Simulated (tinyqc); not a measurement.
# Random telegraph noise from one oxide trap in a small MOSFET: what changes with what

An acceptor-like trap exchanges electrons with the channel. Inversion charge Q = Cox u, u = n Vt W0(exp((Vg - VT)/(n Vt))), W0 the Lambert function, n = nf, Cox = eps0 eox/tox; linear regime Id = (W/L) mu Q Vd. Relative to threshold the surface potential rises by Vt ln(u/u0) and the oxide voltage by the rest of Vg - VT, with u0 = n Vt W0(1).

Inputs (values chosen for the exercise); values of the order met in silicon transistors: temperature T = 300 K; relative permittivity of the gate insulator (close to silicon dioxide) eox = 3.9; insulator thickness tox = 1.8 nm; depth of the trap from the channel interface xt = 0.49 nm; trap level above the channel Fermi level at threshold E0 = 0.07 eV; capture prefactor s0 = 5e-15 cm^2; capture barrier (lattice relaxation) EB = 0.28 eV; tunnelling decay length lt = 0.14 nm; thermal velocity vth = 1.4e7 cm/s; thickness of the inversion layer zi = 2.8 nm; threshold voltage VT = 0.24 V; body factor nf = 1.23; gate width W = 29 nm; gate length L = 41 nm; mobility mu = 140 cm^2/(V s); scattering coefficient of the charged trap asc = 1.2e-15 V s; drain voltage Vd = 0.02 V; gate voltage Vg = 0.43 V.

Constants: q = 1.602176634e-19 C, kB = 1.380649e-23 J/K, Vt = kB T/q, eps0 = 8.8541878128e-14 F/cm where lengths are in cm. Results are converted to the units shown.

Each table varies one quantity; the others keep the values above.

## Time constants and noise against gate voltage

N = Cox u/q; dpsi = Vt ln(u/u0); E = E0 - dpsi - (xt/tox)(Vg - VT - dpsi); capture time tc = 1/[(N/zi) vth s0 exp(-xt/lt - EB/Vt)]; emission time te = tc exp(-E/Vt); occupancy te/(tc + te). A = W L; threshold step dV = q (1 - xt/tox)/(Cox A); gm/Id = 1/(u + n Vt); relative step dI/I = (gm/Id) dV + asc mu/A. fc = (1/tc + 1/te)/(2 pi); rms = (dI/I) sqrt(tc te)/(tc + te).

Results:

| Vg (V) | E (eV) | tc (s) | te (s) | occupancy | dI/I (%) | fc (Hz) | rms dI/I (%) |
|---|---|---|---|---|---|---|---|
| 0.14 | 0.14650 | 4.2560e-4 | 1.4721e-6 | 0.0034470 | 16.851 | 1.0849e5 | 0.98765 |
| 0.2 | 0.098149 | 7.7622e-5 | 1.7424e-6 | 0.021954 | 14.519 | 93393 | 2.1276 |
| 0.26 | 0.057542 | 2.1363e-5 | 2.3068e-6 | 0.097455 | 10.230 | 76444 | 3.0339 |
| 0.32 | 0.025645 | 9.3412e-6 | 3.4641e-6 | 0.27052 | 6.9892 | 62982 | 3.1048 |
| 0.38 | -8.4272e-4 | 5.4453e-6 | 5.6257e-6 | 0.50815 | 5.2133 | 57519 | 2.6063 |
| 0.44 | -0.024370 | 3.7150e-6 | 9.5358e-6 | 0.71964 | 4.2163 | 59532 | 1.8938 |
| 0.5 | -0.046170 | 2.7783e-6 | 1.6573e-5 | 0.85643 | 3.6058 | 66889 | 1.2644 |
| 0.62 | -0.086826 | 1.8170e-6 | 5.2236e-5 | 0.96638 | 2.9182 | 90637 | 0.52597 |

Estimate the missing row, Vg = 0.56 V.

Computed row:

| Vg (V) | E (eV) | tc (s) | te (s) | occupancy | dI/I (%) | fc (Hz) | rms dI/I (%) |
|---|---|---|---|---|---|---|---|
| 0.56 | -0.066872 | 2.2026e-6 | 2.9264e-5 | 0.93000 | 3.2020 | 77697 | 0.81697 |

With this row back in the table: tc falls from 4.26e-4 to 1.82e-6 s as the channel fills and te rises from 1.47e-6 to 5.22e-5 s; they are equal at Vg = 0.378 V, where E = 0. The rms noise goes from 0.988 through a maximum of 3.10 (at Vg = 0.32 V among the rows listed) to 0.526 %. The slope -Vt d ln(tc/te)/dVg is 0.806 between the first two rows and 0.333 between the last two; it tends to xt/tox = 0.272 only when the surface potential stops moving. For Vg = 0.14 the step exceeds 15 %, where a linear one-charge estimate is rough.

## Effect of the depth of the trap from the channel interface

Same model as above.

Effect of the depth of the trap from the channel interface:

| xt (nm) | E (eV) | tc (s) | te (s) | occupancy | dI/I (%) | fc (Hz) | rms dI/I (%) |
|---|---|---|---|---|---|---|---|
| 0.09 | 0.009761 | 2.257e-7 | 1.547e-7 | 0.4067 | 5.245 | 1.734e6 | 2.576 |
| 0.27 | -0.003898 | 8.163e-7 | 9.492e-7 | 0.5376 | 4.842 | 3.626e5 | 2.414 |
| 0.45 | -0.01756 | 2.953e-6 | 5.824e-6 | 0.6635 | 4.438 | 8.123e4 | 2.097 |
| 0.63 | -0.03122 | 1.068e-5 | 3.573e-5 | 0.7699 | 4.035 | 1.935e4 | 1.698 |
| 0.81 | -0.04488 | 3.864e-5 | 2.192e-4 | 0.8502 | 3.631 | 4845 | 1.296 |
| 0.99 | -0.05853 | 1.398e-4 | 0.001345 | 0.9059 | 3.228 | 1257 | 0.9426 |
| 1.17 | -0.07219 | 5.055e-4 | 0.008252 | 0.9423 | 2.825 | 334.1 | 0.6588 |

As xt goes from 0.09 to 1.17, tc rises from 2.26e-7 to 5.06e-4 s, te rises from 1.55e-7 to 0.00825 s and dI/I falls from 5.24 to 2.82 %. tc grows a decade every lt ln 10 = 0.322 nm of depth; traps spread evenly in depth therefore give corner frequencies spread evenly on a log scale, whose sum is 1/f noise if the traps contribute equal variances.

Range of the model: VT is taken as given; short-channel effects and the uneven flow of current among few electrons are left out.

Numbers from tinyqc (`OMP_NUM_THREADS=1 python tinyqc.py 2710156 2710157 out.jsonl`; about 0.01 s on one thread of a shared Intel Xeon 2.30GHz).
